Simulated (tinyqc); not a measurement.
Electrons shared among three sets of ellipsoidal valleys: one step. Effective densities of states. Three cases, with inputs chosen for the exercise.

Problem. N_i = M_i times N = 2 (m kB T/(4 pi c))^(3/2) with c = hbar^2/2m0, in 1/angstrom^3; times 1e24 for 1/cm^3, with m = (ml mt^2)^(1/3).

Constants: hbar^2/2m0 = 3.80998211 eV angstrom^2; kB = 8.617333262e-05 eV/K.

Give: kT; N_i.

Case 1.

Values chosen (masses and offsets near those of Ge; mobilities are free inputs, held fixed; shifted at random, so the results belong to these values and not to a real crystal): ml = (1.648, 0.039, 0.884) m0 (longitudinal masses of L, Gamma, Delta); mt = (0.0813, 0.039, 0.2048) m0 (transverse masses); M = (4, 1, 6) (valleys in each set); T = 400 K.

Solution.

kT = 0.034469 eV

N_i (1/cm^3): L 1.6129e+19, Gamma 2.9756e+17, Delta 4.4636e+19

Case 2.

Values chosen (masses and offsets near those of Ge; mobilities are free inputs, held fixed; shifted at random, so the results belong to these values and not to a real crystal): ml = (1.589, 0.039, 0.92) m0 (longitudinal masses of L, Gamma, Delta); mt = (0.0854, 0.039, 0.2092) m0 (transverse masses); M = (4, 1, 6) (valleys in each set); T = 77 K.

Solution.

kT = 0.006635 eV

N_i (1/cm^3): L 1.4051e+18, Gamma 2.5132e+16, Delta 3.9286e+18

Case 3.

Values chosen (masses and offsets near those of InP; mobilities are free inputs, held fixed; shifted at random, so the results belong to these values and not to a real crystal): ml = (0.082, 1.856, 1.271) m0 (longitudinal masses of Gamma, L, X); mt = (0.082, 0.1319, 0.2759) m0 (transverse masses); M = (1, 4, 3) (valleys in each set); T = 300 K.

Solution.

kT = 0.025852 eV

N_i (1/cm^3): Gamma 5.8924e+17, L 1.8037e+19, X 2.3416e+19

Computed by tinyqc, one run a case: `OMP_NUM_THREADS=1 python tinyqc.py N N+1 out.jsonl` with N = 1681424, 1681432, 1681593; one thread of a shared Intel(R) Xeon(R) Processor @ 2.30GHz, about 0.02 s a run at most.
